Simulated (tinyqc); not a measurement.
## Convergence with the mesh in the empty well

In an empty well of width L and depth Vb, level k solves kw L/2 = (k - 1) pi/2 + arctan(sqrt((mw/mb)(Vb - E)/E)) with kw = sqrt(mw E/C), C = hbar^2/(2 m0). Mesh: N intervals across the well, hz = L/N, nodes at (i + 1/2) hz from an edge, mass (mw + mb)/2 on the interval that holds an interface, walls 3 L outside the edges; H_ii = C (1/m_(i-1/2) + 1/m_(i+1/2))/hz^2 + V_i, H_(i,i+1) = -C/(m_(i+1/2) hz^2). No field, no charge.

Parameters, values chosen for the exercise; material values close to those of GaAs in InGaP:
- mw = 0.066 m0 (mass along z in the well)
- mb = 0.0888 m0 (mass along z in the barriers)
- Vb = 0.151 eV (barrier height)
- L = 22 nm (well width)

Constants: q = 1.602176634e-19 C, hbar = 1.054571817e-34 J s, m0 = 9.1093837015e-31 kg, hbar^2/(2 m0) = 0.0380998212 eV nm^2. Results are converted to the units shown.

The same in every row: exact E1 (meV) = 8.083.

Convergence with the mesh in the empty well:

| N | E1 on the mesh (meV) | error (%) |
|---|---|---|
| 4 | 6.001 | -25.8 |
| 8 | 7.325 | -9.37 |
| 16 | 7.865 | -2.70 |
| 32 | 8.026 | -0.704 |
| 64 | 8.069 | -0.178 |
| 128 | 8.079 | -0.0446 |

The error goes from -26 % to -0.045 %; between N = 32 and 64 it shrinks by a factor of 4.0, the 4 of a second-order scheme.

Program tinyqc, `OMP_NUM_THREADS=1 python tinyqc.py 2140137 2140138 out.jsonl`; Intel Xeon 2.30GHz, shared host, one thread, about 0.2 s.
